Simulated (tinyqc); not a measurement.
Octagonal on-chip spiral inductor, lumped pi model: two steps of the calculation.

Outer diameter do = di + 2 n wd + 2 (n - 1) sp, mean da = (do + di)/2, fill p = (do - di)/(do + di), length l = 3.314 n da. L = 2.25 mu0 n^2 da/(1 + 3.55 p), mu0 = 4 pi 1e-7 H/m. Rs = rho l/(wd delta (1 - exp(-th/delta))), delta = sqrt(rho/(pi f mu0)). Cs = n wd^2 eps0 eo/hu across the coil. At each end Cox = l wd eps0 eo/(2 ho) leads to the substrate branch Rsi = 2 rs he/(l wd) in parallel with Csi = l wd eps0 11.7/(2 he). With one end grounded Y = 1/(Rs + i w L) + i w Cs + 1/[1/(i w Cox) + 1/(1/Rsi + i w Csi)], w = 2 pi f; Q = -Im Y/Re Y. Eddy currents in neighbouring turns and in the substrate are left out.

Inputs (values chosen for the exercise); values of the order met in silicon radio-frequency processes: number of turns n = 6.5; line width wd = 15 um; space between turns sp = 2 um; inner diameter di = 100 um; metal thickness th = 4 um; metal resistivity rho = 3 uohm cm; oxide below the coil ho = 8.4 um; oxide between coil and underpass hu = 0.7 um; relative permittivity of the oxide eo = 4.1; substrate resistivity rs = 1 ohm cm; effective spreading depth in the substrate he = 80 um; frequency f = 3.5 GHz.

Constants: eps0 = 8.8541878128e-12 F/m. Results are converted to the units shown.

Problem 1. Geometry and model elements. do, l, L, delta, Rs, Cs, Cox, Rsi and Csi as defined.

Wanted: do; l; L; delta; Rs; Cs; Cox; Rsi; Csi.

Solution 1.

do = 317.0 um
l = 4491 um
L = 8.747 nH
delta = 1.473 um
Rs = 6.529 ohm
Cs = 75.85 fF
Cox = 145.6 fF
Rsi = 23.75 ohm
Csi = 43.62 fF

Problem 2. Admittance, quality factor and apparent inductance. Series branch 1/(Rs + i w L), substrate branch, total Y, Q = -Im Y/Re Y, apparent inductance Im(1/Y)/w, metal-only value w L/Rs, share of the loss in the substrate Re(substrate branch)/Re Y.

L = 8.7474698 nH
Rs = 6.5285165 ohm
Cs = 75.845605 fF
Cox = 145.57489 fF
Rsi = 23.749628 ohm
Csi = 43.619209 fF

Find: series branch; substrate branch; Y; Q; apparent inductance; w L/Rs; share of the loss in the substrate.

Solution 2.

series branch = 0.176-5.192i mS
substrate branch = 0.241+3.178i mS
Y = 0.4173-0.3469i mS
Q = 0.8315
apparent inductance = 53.57 nH
w L/Rs = 29.47
share of the loss in the substrate = 57.77 %

Q is 2.82 % of the metal-only value.

Program tinyqc, `OMP_NUM_THREADS=1 python tinyqc.py 2302229 2302230 out.jsonl`; Intel Xeon 2.30GHz, shared host, one thread, about 0.01 s.
